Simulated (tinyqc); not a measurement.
Time-domain thermoreflectance: layered heat flow under a modulated pulse train, and what the signal ratio measures: one step, computed by the program tinyqc. Command: `OMP_NUM_THREADS=1 python tinyqc.py 3112623 3112624 out.jsonl tdtr walk`. One thread of a shared host (Intel(R) Xeon(R) Processor @ 2.30GHz), about 0.2 s of CPU time with the checks.

Pulses repeat at 80 MHz; heat is laid down at the surface, all layers are isotropic, and the film is in perfect contact with the substrate.

Task: Length and time scales. Penetration depth sqrt(kappa/(pi f C)); effusivity sqrt(kappa C); cooling time of the metal d C_m/G; Kapitza length kappa/G.

Inputs (values chosen for the exercise, modelled on aluminium on silica): metal thickness d = 120 nm; metal heat capacity = 2.42 MJ/(m^3 K); boundary conductance G under the metal = 43 MW/(m^2 K); substrate conductivity kappa = 1.42 W/(m K); substrate heat capacity C = 1.65 MJ/(m^3 K); modulation frequency f = 2 MHz; spot radius w (1/e^2, pump and probe) = 8.1 micrometre.

Stack: metal, film, substrate.

Give: penetration depth; effusivity; cooling time of the metal; Kapitza length; depth over spot radius.

Result:

penetration depth = 0.3701 micrometre

effusivity = 1531 W s^(1/2)/(m^2 K)

cooling time of the metal = 6753 ps

Kapitza length = 33.02 nm

depth over spot radius = 0.04569
